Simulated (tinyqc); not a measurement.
Sheet resistance and Hall data of a diffused or implanted layer: one step, computed by the program tinyqc.

Carriers are taken equal to the net active doping down to the junction (full ionisation, which deep dopants in wide-gap hosts do not reach; no spill-over, no depletion), and the Hall factor is 1.

Task: Profile. N(x) = N_0 exp(-(x - R_p)^2/(2 l^2)) for x > 0, dose N_0 l sqrt(pi/2) erfc(-R_p/(l sqrt 2)), junction x_j = R_p + l sqrt(2 ln(N_0/N_B)); the layer starts at x_0 = max(0, 2 R_p - x_j). Mobility mu = mu_min + (mu_max - mu_min)/(1 + (N_t/N_ref)^alpha), N_t = active doping + N_B; carriers n = active doping - N_B, all dopants active. sigma = e n mu.

Inputs (values chosen for the exercise, modelled on silicon in GaN):

| quantity | value | unit |
|---|---|---|
| mu_min | 55.5 | cm^2/(V s) |
| mu_max | 1030 | cm^2/(V s) |
| N_ref | 1.9e+17 | 1/cm^3 |
| exponent alpha | 1 | - |
| peak concentration N_0 | 4.7e+19 | 1/cm^3 |
| length scale l | 11 | nm |
| background doping N_B (opposite type) | 8.8e+14 | 1/cm^3 |
| projected range R_p | 14 | nm |

Profile: buried Gaussian (implant). Activation: complete.

Constants: e = 1.602176634e-19 C.

Give: Depth, doping, carriers, mobility and conductivity at 2, 10, 20, 35, 50, 65, 80, 90 and 98 % of the layer.

Result:

Depth, doping, carriers, mobility and conductivity at 2, 10, 20, 35, 50, 65, 80, 90 and 98 % of the layer:

| x (nm) | N (1/cm^3) | n (1/cm^3) | mu (cm^2/(V s)) | sigma (S/cm) |
|---|---|---|---|---|
| 1.307 | 2.4151e+19 | 2.4151e+19 | 63.1 | 2.4418e+02 |
| 6.533 | 3.7327e+19 | 3.7326e+19 | 60.4 | 3.6142e+02 |
| 13.065 | 4.6831e+19 | 4.6830e+19 | 59.4 | 4.4596e+02 |
| 22.864 | 3.3970e+19 | 3.3969e+19 | 60.9 | 3.3155e+02 |
| 32.663 | 1.1144e+19 | 1.1143e+19 | 71.8 | 1.2825e+02 |
| 42.462 | 1.6532e+18 | 1.6523e+18 | 155.9 | 4.1273e+01 |
| 52.261 | 1.1092e+17 | 1.1004e+17 | 669.0 | 1.1795e+01 |
| 58.793 | 1.1785e+16 | 1.0905e+16 | 969.1 | 1.6932e+00 |
| 64.019 | 1.5209e+15 | 6.4092e+14 | 1017.8 | 1.0452e-01 |

The mobility varies by a factor 17.1 across these points and the conductivity by 4270.
